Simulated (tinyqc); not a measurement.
Off-state leakage of single and stacked transistors: one step of the calculation.

n-channel devices of unit width. Subthreshold current I(Vg, Vs, Vd) = I0 (T/300 K)^0.5 exp[(Vg - Vs - VT(T) - gb (Vs - Vb) + dd (Vd - Vs))/(nf Vt)] (1 - exp(-(Vd - Vs)/Vt)), VT(T) = VT - cT (T - 300 K). Gate-edge tunnelling Ig (Vd/1 V) exp(ag (Vd - 1 V)), for a gate at 0 V, and band-to-band leakage Ab u exp(-Bb/u), u = Vd - Vb + 1 V, flow at a drain held at V; both are taken as independent of T. In a stack of off transistors (all gates at 0 V) the same subthreshold current passes through each.

Question. Leakage of one transistor. Vg = Vs = 0, Vd = V; effective threshold VT(T) - gb Vb - dd V.

Values chosen for this exercise; values of the order met in bulk silicon logic transistors:
```
symbol,value,unit,meaning
T,398,K,temperature
V,0.7,V,supply voltage
VT,0.3,V,"threshold at 300 K, zero drain and body bias"
cT,0.6,mV/K,fall of the threshold with temperature
I0,0.82,uA/um,current at threshold at 300 K
nf,1.5,,slope factor
dd,0.08,,drain-induced lowering per volt
gb,0.16,,rise of the threshold per volt of source-body bias
Ig,0.0006,uA/um,gate-edge tunnelling current at 1 V
ag,5.5,1/V,exponential slope of the gate current
Ab,30,uA/(um V),prefactor of band-to-band leakage at the drain
Bb,21,V,its exponential voltage
Vb,0,V,body voltage
```

Constants: q = 1.602176634e-19 C, kB = 1.380649e-23 J/K, Vt = kB T/q. Results are converted to the units shown.

Find: effective threshold; parts; total; shares.

Answer.

effective threshold = 0.1852 V
parts (nA/um): subthreshold 25.81, gate edge 0.08066, band-to-band 0.2202
total = 26.11 nA/um
shares (%): subthreshold 98.85, gate edge 0.3089, band-to-band 0.8433

The subthreshold part is the largest.

Numbers from tinyqc (`OMP_NUM_THREADS=1 python tinyqc.py 2242055 2242056 out.jsonl`; about 0.03 s on one thread of a shared Intel Xeon 2.30GHz).
